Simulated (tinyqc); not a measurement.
Worked calculation: localisation in a chain with random site energies (transfer matrices). Values are carried at full precision from step to step, so a last printed digit may differ when a step is redone from the rounded ones.

Hopping -t; leads with site energy 0, E = -2t cos(ka). psi_(j+1) = ((e_j - E)/t) psi_j - psi_(j-1), a product of matrices M_j = [[(e_j - E)/t, -1], [1, 0]]. For M = M_N ... M_1 the transmission is T = 4 sin^2(ka)/|M21 - M12 + M22 exp(ika) - M11 exp(-ika)|^2. Long samples draw e_j = W (x_j/2147483647 - 1/2) from x_j = 16807 x_(j-1) mod 2147483647, starting at x0. The localisation length xi, in sites, is defined by ln T = -2N/xi on average; weak disorder gives xi = 24 (4t^2 - E^2)/W^2, and the mean free path for backscattering is xi/2.

Values chosen for the exercise:

| symbol | value | unit | meaning |
|---|---|---|---|
| t | 1.88 | eV | hopping |
| E | -1.66 | eV | energy |
| e | (-0.15, -0.46, -0.24, -0.58, -0.24, 0.2, 0.63, -0.54) | eV | site energies of the short sample |
| W | 1.3 | eV | full width of the disorder |
| a | 3.9 | angstrom | spacing |

## The product of transfer matrices

Multiply site by site and give T for each length.

Running product:

| j | (e_j - E)/t | M11 | M12 | M21 | M22 | T |
|---|---|---|---|---|---|---|
| 1 | 0.8032 | 0.8032 | -1.0000 | 1.0000 | 0.0000 | 0.9980 |
| 2 | 0.6383 | -0.4873 | -0.6383 | 0.8032 | -1.0000 | 0.9886 |
| 3 | 0.7553 | -1.1713 | 0.5179 | -0.4873 | -0.6383 | 0.9973 |
| 4 | 0.5745 | -0.1855 | 0.9358 | -1.1713 | 0.5179 | 0.9710 |
| 5 | 0.7553 | 1.0311 | 0.1889 | -0.1855 | 0.9358 | 0.9793 |
| 6 | 0.9894 | 1.2057 | -0.7489 | 1.0311 | 0.1889 | 0.9648 |
| 7 | 1.2181 | 0.4375 | -1.1011 | 1.2057 | -0.7489 | 0.9886 |
| 8 | 0.5957 | -0.9451 | 0.0929 | 0.4375 | -1.1011 | 0.9343 |

T is 0.9343 for the whole sample and does not fall steadily (it rises at j = 3, 5 and 7): reflected waves interfere. The determinant of M stays 1.

## The same sites added without interference

One site alone reflects R_j = e_j^2/(e_j^2 + 4t^2 - E^2); incoherent addition sums R/(1 - R), and T = 1/(1 + sum).

R_j: 0.0020  0.0183  0.0050  0.0287  0.0050  0.0035  0.0337  0.0250

sum of R/(1 - R) = 0.1242
T without interference = 0.8895

The coherent product gives 0.9343 for this sample.

## Weak-disorder lengths

Form ka, xi, xi a and the mean free path xi a/2.

ka = 1.1135 rad
xi = 161.64 sites

lengths (nm): localisation 63.039, mean free path 31.519

The formula needs xi well above one site.

## Checks

- T from the product against the Green function: both 0.93429.

(tinyqc, `OMP_NUM_THREADS=1 python tinyqc.py 1482656 1482657 out.jsonl`, Intel(R) Xeon(R) Processor @ 2.30GHz, 1 thread, shared host, about 0.1 s.)
